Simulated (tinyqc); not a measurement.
A particle near a wafer in liquid: double-layer and van der Waals forces (DLVO), deposition barrier and removal: one step, computed by the program tinyqc. Command: `OMP_NUM_THREADS=1 python tinyqc.py 3110296 3110297 out.jsonl dlvo walk`. One thread of a shared host (Intel(R) Xeon(R) Processor @ 2.30GHz), about 0.01 s of CPU time with the checks.

Sphere and flat wall, Derjaguin approximation, constant potentials in the linear-superposition form, no retardation and no hydration force.

Task: Removing an attached particle. Adhesion F_a = A R/(6 h0^2) [1 + a^2/(R h0)] - kappa Z R exp(-kappa h0), a the contact radius. Drag in a shear flow F_d = 1.7 x 6 pi mu R^2 G, acting at 1.4 R; rolling starts when 1.4 R F_d = a F_a. Wall shear stress = mu G.

Inputs (values chosen for the exercise, of the order of those for polymer latex on silicon in water):
```
quantity                 value   unit
particle radius R          140     nm
Hamaker constant A     1.4e-20      J
temperature T              343      K
contact distance h0        0.4     nm
contact radius over R     0.11      -
viscosity                 0.87  mPa s
```

kappa = 0.4564617 1/nm

Z = -3.416534 pN

Give: van der Waals adhesion; net adhesion F_a; wall shear stress for rolling; shear rate G.

Result:

van der Waals adhesion = 10688 pN

net adhesion F_a = 10870 pN

wall shear stress for rolling = 1359.8 Pa

shear rate G = 1.5630e+06 1/s
